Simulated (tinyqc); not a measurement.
Raising U: Hubbard chain of 6 sites, mean field against exact. Computed by the program tinyqc. 

one-body matrix (hopping and site energies) (eV):
```
,1,2,3,4,5,6
1,0.0000,-1.4800,0.0000,0.0000,0.0000,0.0000
2,-1.4800,0.0000,-1.4800,0.0000,0.0000,0.0000
3,0.0000,-1.4800,0.0000,-1.4800,0.0000,0.0000
4,0.0000,0.0000,-1.4800,0.0000,-1.4800,0.0000
5,0.0000,0.0000,0.0000,-1.4800,0.0000,-1.4800
6,0.0000,0.0000,0.0000,0.0000,-1.4800,0.0000
```

electrons, up and down: 3  2

Collinear unrestricted mean field (the lowest of 40 random starts) against exact diagonalisation.

Exact and mean-field results (eV):
```
U,U/t,E exact,E mean field,mean |n_up - n_down|,"double occupancy, exact",first gap in the sector
0.740,0.500,-8.98120,-8.94702,0.167,0.150,1.162
1.480,1.000,-8.35341,-8.21896,0.169,0.133,1.108
2.960,2.000,-7.30784,-6.81341,0.257,0.103,0.975
4.440,3.000,-6.50616,-5.59896,0.421,0.078,0.846
5.920,4.000,-5.89685,-4.71259,0.569,0.060,0.733
8.880,6.000,-5.07078,-3.68380,0.711,0.036,0.564
11.840,8.000,-4.55871,-3.23691,0.794,0.023,0.451
17.760,12.000,-3.97895,-2.89348,0.823,0.011,0.317
29.600,20.000,-3.47261,-2.69332,0.830,4.41e-03,0.197
```

In absolute terms mean field is worst at U/t = 6.0, 1.387 eV too high: at small U it is nearly exact, and at large U it still misses the motion of the hole through a fluctuating spin background. Relative to the exact energy its error is 0.4 % at the smallest U, 29 % at most and 22 % at the largest. The double occupancy falls from 0.150 to 0.004.
